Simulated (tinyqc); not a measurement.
Crystallisation kinetics and data retention of a phase-change cell: retention against temperature.

Johnson-Mehl-Avrami-Kolmogorov law X = 1 - exp(-y^n), y = integral of k dt, k = (1/100 s) exp[-(Ec q/kB)(1/T - 1/T1)].

At fixed T the state fails at t = (-ln(1 - Xf))^(1/n)/k; ten years are 3.15576e8 s.

Values chosen for this exercise; values of the order of Ge-Sb-Te and related chalcogenides: activation energy of crystallisation Ec = 2.67 eV; temperature at which the rate k is 1/(100 s) T1 = 447 K; Avrami exponent n = 2; crystalline share at which the state is lost Xf = 0.5.

Constants: q = 1.602176634e-19 C, kB = 1.380649e-23 J/K. Results are converted to the units shown.

Retention against temperature:

| T (K) | k (1/s) | time to fail (s) |
|---|---|---|
| 342 | 5.724e-12 | 1.454e11 |
| 357 | 2.576e-10 | 3.232e9 |
| 373 | 1.066e-8 | 7.810e7 |
| 389 | 3.248e-7 | 2.564e6 |
| 404 | 6.251e-6 | 1.332e5 |
| 420 | 1.161e-4 | 7172 |
| 436 | 0.001740 | 478.5 |
| 451 | 0.01849 | 45.02 |
| 467 | 0.1946 | 4.277 |

The time to fail falls from 1.45e11 to 4.28 s, a decade every 9.07 K at the cold end; ten years need T below 366.8 K.

Range of the model: One Arrhenius rate is assumed; incubation, growth from the boundary and the non-Arrhenius kinetics of the supercooled liquid are left out.

Numbers from tinyqc (`OMP_NUM_THREADS=1 python tinyqc.py 2490047 2490048 out.jsonl`; about 0.02 s on one thread of a shared Intel Xeon 2.30GHz).
